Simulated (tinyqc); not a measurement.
Parabolic quantum dot in a magnetic field (Fock-Darwin): sweeps and comparisons. A value that a table varies takes the place of the one given here.

Two dimensions, V = m w0^2 r^2/2, one valley. hbar wc = 2 muB B/m, W = sqrt(w0^2 + wc^2/4), E(n, l, s) = (2n + |l| + 1) hbar W - l hbar wc/2 + s gs muB B, n = 0, 1, ..., l = 0, +/-1, ..., s = +/-1/2; length lam = sqrt(2c/(m hbar W)), c = hbar^2/2m0.

Two electrons, first order in the Coulomb energy: the singlet (0,0)^2 has 2W + J0 and the lowest triplet (0,0)(0,1) has 3W - wc/2 + J0/2 - Ez, with J0 = sqrt(pi/2) q/(eps lam), q = e^2/(4 pi eps0), Ez = |gs| muB B.

Exact treatment: the centre of mass separates with energy W, and the relative motion obeys [-(2c/m) Laplacian + (2c/m) r^2/(2 lam^2)^2 + q/(eps r)] psi = e_l psi for angular number l, solved in 14 Gaussians r^l exp(-a r^2), a = 1.7^i/(4 lam^2), i = -3 to 10. E(S) = W + e_0, E(T) = W + e_1 - wc/2 - Ez.

Constants: muB = 5.788381798e-05 eV/T; hbar^2/2m0 = 3.80998211 eV angstrom^2; e^2/(4 pi eps0) = 14.39964547 eV angstrom.

Inputs chosen for the exercise (near those of a gate-defined dot in GaAs; shifted at random, so the results belong to these values and not to a real crystal):
- m = 0.0693 m0 (mass)
- gs = -0.46 (g factor)
- w0 = 7.7 meV (confinement energy hbar w0)
- Bs = (0, 1.2, 2.3, 3.7, 5.5, 8.3, 12) T (fields)
- eps = 12.5 (dielectric constant)
- B = 4.93 T (magnetic field)

## Levels against field

Six orbital levels without the Zeeman term.

Levels (meV):

| B (T) | (0,0) | (0,1) | (0,-1) | (0,2) | (1,0) | (0,3) |
|---|---|---|---|---|---|---|
| 0 | 7.700 | 15.400 | 15.400 | 23.100 | 23.100 | 30.800 |
| 1.2 | 7.765 | 14.528 | 16.532 | 21.290 | 23.295 | 28.053 |
| 2.3 | 7.936 | 13.951 | 17.793 | 19.966 | 23.808 | 25.981 |
| 3.7 | 8.297 | 13.504 | 19.685 | 18.710 | 24.891 | 23.917 |
| 5.5 | 8.966 | 13.339 | 22.527 | 17.711 | 26.899 | 22.083 |
| 8.3 | 10.361 | 13.789 | 27.655 | 17.218 | 31.083 | 20.646 |
| 12 | 12.639 | 15.256 | 35.302 | 17.872 | 37.918 | 20.488 |

What can be read from the table?

(0,2) crosses (0,-1) where W = 3 wc/2, that is wc = w0/sqrt(2), B = 3.26 T, and (0,3) crosses it at W = wc, B = 5.32 T. States with n = 0 and l >= 0 draw together into the lowest Landau level: their spacing W - wc/2 shrinks from 7.70 to 2.62 meV, while (0,-1) climbs to 22.66 meV above (0,0).

## Singlet against triplet in a field

For each field, first order and exact.

Energies (meV):

| B (T) | J0 | W - wc/2 | Ez | E(T) - E(S), first order | exact |
|---|---|---|---|---|---|
| 0 | 12.082 | 7.700 | 0.000 | 1.659 | 4.15 |
| 1.2 | 12.133 | 6.763 | 0.032 | 0.664 | 3.16 |
| 2.3 | 12.266 | 6.015 | 0.061 | -0.179 | 2.33 |
| 3.7 | 12.542 | 5.207 | 0.099 | -1.163 | 1.37 |
| 5.5 | 13.038 | 4.372 | 0.146 | -2.293 | 0.27 |
| 8.3 | 14.015 | 3.428 | 0.221 | -3.800 | -1.17 |
| 12 | 15.479 | 2.616 | 0.320 | -5.443 | -2.73 |

What can be read from the table?

Exactly, the triplet drops below the singlet between 5.5 and 8.3 T. First order puts the crossing between 1.2 and 2.3 T; with J0/W = 1.57 at zero field it misses the splitting there by 2.49 meV. From the first row to the last the orbital cost falls by 5.08 meV, the Coulomb gain J0/2 (half direct, half exchange) grows by 1.70 meV and the Zeeman gain by 0.32 meV. States of higher angular number, which take over at higher fields, in soft dots already within such a table, are left out.

## What each parameter does

The two modes W +/- wc/2, lam and the exact E(T) - E(S), with q = e^2/(4 pi eps0) and Ez = |gs| muB B. Each row changes one parameter from the base and keeps the others.

Results:

| case | upper mode (meV) | lower mode (meV) | lam (angstrom) | E(T) - E(S) (meV) |
|---|---|---|---|---|
| base | 12.850 | 4.614 | 112.2 | 0.60 |
| B = 7.39 T | 16.041 | 3.696 | 105.6 | -0.73 |
| w0 = 9.62 meV | 14.582 | 6.346 | 102.5 | 1.80 |
| m = 0.0797 m0 | 12.072 | 4.911 | 106.1 | 0.82 |
| gs = -0.69 | 12.850 | 4.614 | 112.2 | 0.54 |
| eps = 10.6 | 12.850 | 4.614 | 112.2 | 0.23 |

What does this show?

The largest shifts from the base row, up to three for each result and ties (the steps differ in size, so this ranks the rows, not the parameters). upper mode (meV): B +3.192, w0 +1.732, m -0.778; unchanged at the printed digits by gs and eps. lower mode (meV): w0 +1.732, B -0.918, m +0.297; unchanged at the printed digits by gs and eps. lam (angstrom): w0 -9.7, B -6.7, m -6.1; unchanged at the printed digits by gs and eps. E(T) - E(S) (meV): B -1.34, w0 +1.20, eps -0.37.

tinyqc: `OMP_NUM_THREADS=1 python tinyqc.py 1251136 1251137 out.jsonl`; about 0.05 s, one thread, shared Intel(R) Xeon(R) Processor @ 2.30GHz.
